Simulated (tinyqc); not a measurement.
G0W0 on RHF in the sto-3g basis, for BeH2, spin multiplicity 1, step by step. One step of it, computed by the program tinyqc.

Task: G0W0 on Hartree-Fock: HOMO. W(p,q,m) = sqrt2 sum_ia (pq|ia) (X+Y)_ia,m; Sigma_c(x) = sum_(i,m) W^2/(x - e_i + w_m) + sum_(a,m) W^2/(x - e_a - w_m); solve x = e_p + Sigma_c(x) by Newton steps; Z = 1/(1 - dSigma/dx); 1 hartree = 27.211386 eV.

orbital energies (hartree): MO1 -4.517050, MO2 -0.473800, MO3 -0.440344, MO4 0.207696, MO5 0.208985, MO6 0.508706, MO7 1.068412

Two-electron integrals over orbitals (pq|rs), unique and non-zero (hartree):
```
(11|11) 2.271402    (21|11) -0.206571   (21|21) 0.028794    (22|11) 0.503460
(22|21) -0.007383   (22|22) 0.409573    (31|31) 0.006612    (32|31) 0.015879
(32|32) 0.165964    (33|11) 0.475157    (33|21) -0.003049   (33|22) 0.422870
(33|33) 0.445722    (41|11) 0.018845    (41|21) -0.002328   (41|22) 0.002023
(41|33) 0.001171    (41|41) 0.015878    (42|11) -0.006198   (42|21) 0.000905
(42|22) 0.005993    (42|33) 0.005202    (42|41) 0.015353    (42|42) 0.050513
(43|31) -0.000023   (43|32) 0.004934    (43|43) 0.015844    (44|11) 0.568683
(44|21) -0.008565   (44|22) 0.375663    (44|33) 0.364850    (44|41) -0.002582
(44|42) -0.011114   (44|44) 0.450924    (51|51) 0.015768    (52|51) 0.015517
(52|52) 0.050612    (53|53) 0.015604    (54|51) -0.001612   (54|52) -0.004199
(54|54) 0.024581    (55|11) 0.569166    (55|21) -0.008495   (55|22) 0.376308
(55|33) 0.365101    (55|41) 0.000611    (55|42) -0.002818   (55|44) 0.401239
(55|55) 0.449859    (61|11) -0.169419   (61|21) 0.024341    (61|22) -0.007007
(61|33) -0.004599   (61|41) -0.000713   (61|42) 0.001755    (61|44) -0.004386
(61|55) -0.004062   (61|61) 0.021024    (62|11) 0.097300    (62|21) -0.006855
(62|22) -0.029264   (62|33) -0.051726   (62|41) 0.001636    (62|42) -0.000806
(62|44) 0.043976    (62|55) 0.044981    (62|61) -0.002828   (62|62) 0.075759
(63|31) -0.004016   (63|32) -0.096525   (63|43) -0.004014   (63|63) 0.082913
(64|11) 0.007437    (64|21) 0.000213    (64|22) 0.002594    (64|33) -0.000528
(64|41) 0.015843    (64|42) 0.046232    (64|44) -0.003767   (64|55) 0.002141
(64|61) 0.001611    (64|62) 0.008822    (64|64) 0.049645    (65|51) 0.016172
(65|52) 0.047492    (65|54) -0.003042   (65|65) 0.050864    (66|11) 0.480516
(66|21) -0.006204   (66|22) 0.406443    (66|33) 0.416922    (66|41) 0.003980
(66|42) 0.012567    (66|44) 0.371286    (66|55) 0.372966    (66|61) -0.005189
(66|62) -0.038129   (66|64) 0.008215    (66|66) 0.421166    (71|31) 0.011993
(71|32) 0.021368    (71|43) -0.000389   (71|63) -0.003314   (71|71) 0.022407
(72|31) 0.002781    (72|32) -0.047024   (72|43) -0.005416   (72|63) 0.060872
(72|71) 0.006591    (72|72) 0.056482    (73|11) 0.132499    (73|21) -0.005682
(73|22) -0.010213   (73|33) -0.024752   (73|41) -0.000546   (73|42) -0.008070
(73|44) 0.053531    (73|55) 0.053311    (73|61) -0.002958   (73|62) 0.070332
(73|64) 0.002252    (73|66) -0.031031   (73|73) 0.080545    (74|31) -0.001610
(74|32) -0.013782   (74|43) 0.013559    (74|63) 0.007890    (74|71) -0.002531
(74|72) 0.001819    (74|74) 0.017572    (75|53) 0.013884    (75|75) 0.016228
(76|31) 0.011979    (76|32) 0.142974    (76|43) 0.005770    (76|63) -0.097228
(76|71) 0.015917    (76|72) -0.059588   (76|74) -0.011854   (76|76) 0.141252
(77|11) 0.588631    (77|21) -0.009708   (77|22) 0.439895    (77|33) 0.459418
(77|41) 0.000304    (77|42) 0.000864    (77|44) 0.396706    (77|55) 0.396154
(77|61) -0.009178   (77|62) -0.045703   (77|64) -0.004016   (77|66) 0.445766
(77|73) -0.019412   (77|77) 0.502981
```

excitation energies w (hartree): 0.678737  0.679821  0.775290  0.777084  1.077080  1.090193  1.668023  1.684455  4.756449  4.757526  5.067644  5.630119

X + Y:
```
            1         2          3          4          5          6          7          8
1>4  0.000000  0.000000  -0.012335   0.000000   0.000000  -0.001536   0.000000   0.000366
1>5  0.000000  0.000000   0.000000  -0.012481   0.000000   0.000000   0.000000   0.000000
1>6  0.000000  0.000000  -0.001284   0.000000   0.000000   0.001537   0.000000   0.002826
1>7  0.000255  0.000000   0.000000   0.000000   0.003301   0.000000  -0.004457   0.000000
2>4  0.000000  0.000000   0.937425   0.000000   0.000000   0.005806   0.000000  -0.009247
2>5  0.000000  0.000000   0.000000   0.937352   0.000000   0.000000   0.000000   0.000000
2>6  0.000000  0.000000  -0.004603   0.000000   0.000000   0.927622   0.000000   0.162347
2>7  0.011726  0.000000   0.000000   0.000000  -0.221363   0.000000   0.944919   0.000000
3>4  0.977004  0.000000   0.000000   0.000000  -0.009288   0.000000  -0.006339   0.000000
3>5  0.000000  0.977317   0.000000   0.000000   0.000000   0.000000   0.000000   0.000000
3>6  0.016139  0.000000   0.000000   0.000000   0.922415   0.000000   0.139455   0.000000
3>7  0.000000  0.000000   0.021997   0.000000   0.000000  -0.249970   0.000000   0.924678

             9        10         11         12
1>4   0.996639  0.000000  -0.004372   0.000000
1>5   0.000000  0.996672   0.000000   0.000000
1>6   0.004652  0.000000   0.995847   0.000000
1>7   0.000000  0.000000   0.000000   0.996022
2>4   0.001895  0.000000   0.000183   0.000000
2>5   0.000000  0.001917   0.000000   0.000000
2>6   0.000295  0.000000  -0.000463   0.000000
2>7   0.000000  0.000000   0.000000   0.001393
3>4   0.000000  0.000000   0.000000  -0.000033
3>5   0.000000  0.000000   0.000000   0.000000
3>6   0.000000  0.000000   0.000000  -0.000401
3>7  -0.000168  0.000000  -0.000784   0.000000
```

Give: The 12 largest terms at x = e_p; Newton steps; quasiparticle energy of the HOMO; Hartree-Fock value.

Result:

The 12 largest terms at x = e_p (hartree; W for the signs of X + Y given):

| q | m | W | term |
|---|---|---|---|
| 2 | 5 | -0.111 | 0.011 |
| 7 | 8 | 0.122 | -4.63e-03 |
| 2 | 7 | -0.082 | 3.96e-03 |
| 6 | 5 | 0.089 | -3.92e-03 |
| 6 | 7 | 0.098 | -3.65e-03 |
| 3 | 6 | -0.059 | 3.20e-03 |
| 7 | 6 | 0.064 | -1.56e-03 |
| 3 | 8 | -0.044 | 1.17e-03 |
| 4 | 1 | 0.022 | -3.55e-04 |
| 5 | 2 | 0.022 | -3.50e-04 |
| 2 | 12 | 0.030 | 1.60e-04 |
| 3 | 3 | 0.006 | 5.37e-05 |

Newton steps (hartree):

| step | x | Sigma_c(x) | Z |
|---|---|---|---|
| 0 | -0.440 | 0.005 | 0.978 |
| 1 | -0.435 | 0.005 | 0.979 |
| 2 | -0.435 | 0.005 | 0.979 |

quasiparticle energy of the HOMO = -11.844 eV

Hartree-Fock value = -11.982 eV
